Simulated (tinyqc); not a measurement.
What each parameter does: round or elliptic silicon nanowire with anisotropic valleys (Ritz method).

Wire along x = [110] on a (001) wafer, y = [-110], z = [001]. Valley groups (w = inverse masses): A, two valleys along z: w_y = 1/mt, w_z = 1/ml, m_x = mt; B, four valleys in the wafer plane: w_y = (1/ml + 1/mt)/2, w_z = 1/mt, m_x = (ml + mt)/2.

Hard wall on the ellipse (y/a)^2 + (z/b)^2 = 1, c = hbar^2/2m0. With u = y/a, v = z/b the operator is -c [(w_y/a^2) d2/du2 + (w_z/b^2) d2/dv2] on the unit disc. Basis (1 - u^2 - v^2) u^i v^j; S, X and Y are the disc integrals of f f', (df/du)(df'/du) and (df/dv)(df'/dv), from the integral of u^p v^q = 2 Gamma((p+1)/2) Gamma((q+1)/2)/((p + q + 2) Gamma((p+q+2)/2)) for even p, q; H = c (w_y X/a^2 + w_z Y/b^2).

Converged values use 21 functions of each parity class (e or o in u, then in v).

Constants: hbar^2/2m0 = 3.80998211 eV angstrom^2.

Parameters, chosen for this exercise (near those of a Si nanowire; shifted at random, so the results belong to these values and not to a real crystal): ml = 0.926 m0 (longitudinal mass); mt = 0.189 m0 (transverse mass); a = 29 angstrom (semi-axis along y); b = 29 angstrom (semi-axis along z).

Lowest level of groups A and B.

One parameter was then changed.

Results before and after:
```
case     A (eV)  B (eV)  B - A (meV)
base     0.0820  0.1108         28.8
changed  0.0792  0.0986         19.4
```

Which of these changes was made? (a) a = 27 angstrom; (b) mt = 0.17 m0; (c) b = 32 angstrom; (d) ml = 1.037 m0.

Answer: (c) b = 32 angstrom. Of the candidates, run in turn, only this one gives the changed row.

All candidates:
```
case             A (eV)  B (eV)  B - A (meV)
base             0.0820  0.1108         28.8
a = 27 angstrom  0.0922  0.1173         25.2
b = 32 angstrom  0.0792  0.0986         19.4
ml = 1.037 m0    0.0803  0.1101         29.8
mt = 0.17 m0     0.0894  0.1224         33.0
```

tinyqc: `OMP_NUM_THREADS=1 python tinyqc.py 1280937 1280938 out.jsonl`; about 0.06 s, one thread, shared Intel(R) Xeon(R) Processor @ 2.30GHz.
